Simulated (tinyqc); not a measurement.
What moves the response: phonon-assisted absorption at an indirect gap.

alpha(E) = sum_j A_j [N_j (E - Eg + w_j)^2 + (N_j + 1)(E - Eg - w_j)^2], each bracket counted only where its base is positive; N_j = 1/(exp(w_j/kB T) - 1). The first term absorbs a phonon and the second emits one; excitons and direct transitions are left out.

Photodiode (Gaertner form with a dead layer): QE = (1 - R) exp(-alpha xj) [1 - exp(-alpha W)/(1 + alpha L)], R = ((nr - 1)/(nr + 1))^2; responsivity = QE/E in A/W for E in eV.

Constants: kB = 8.617333262e-05 eV/K.

Parameters, chosen for this exercise (loosely those of GaP at room temperature; Eg is not tied to T; shifted at random, so the results belong to these values and not to a real crystal): Eg = 2.248 eV (indirect gap, held fixed unless listed); w = (44.5, 12.6) meV (two zone-edge phonons); A = (6100, 300) 1/(cm eV^2) (their strengths); T = 77 K; E = 2.608 eV (photon energy); nr = 3.35 (refractive index); xj = 0.14 micrometre (dead layer at the surface); W = 3.3 micrometre (depleted width); L = 13 micrometre (minority diffusion length below it).

At the energy E.

Results for these values:
```
case  alpha (1/cm)      QE
base         659.1  0.3976
```

What happens to each result for Eg = 2.228 eV, all else kept?

Answer: alpha rises from 659.1 to 744.6; QE rises from 0.3976 to 0.4223.

The same for each parameter in turn:
```
case                  alpha (1/cm)      QE
base                         659.1  0.3976
Eg = 2.228 eV                744.6  0.4223
T = 127 K                    707.4  0.4120
W = 6.6 micrometre           659.1  0.4571
L = 6.5 micrometre           659.1  0.3065
xj = 0.28 micrometre         659.1  0.3940
nr = 3.52                    659.1  0.3870
```

Computed by tinyqc, a small Python program: `OMP_NUM_THREADS=1 python tinyqc.py 1680066 1680067 out.jsonl` (the numbers bound the seed that draws the inputs); one thread of a shared host (Intel(R) Xeon(R) Processor @ 2.30GHz), about 0.01 s for the whole set of steps.
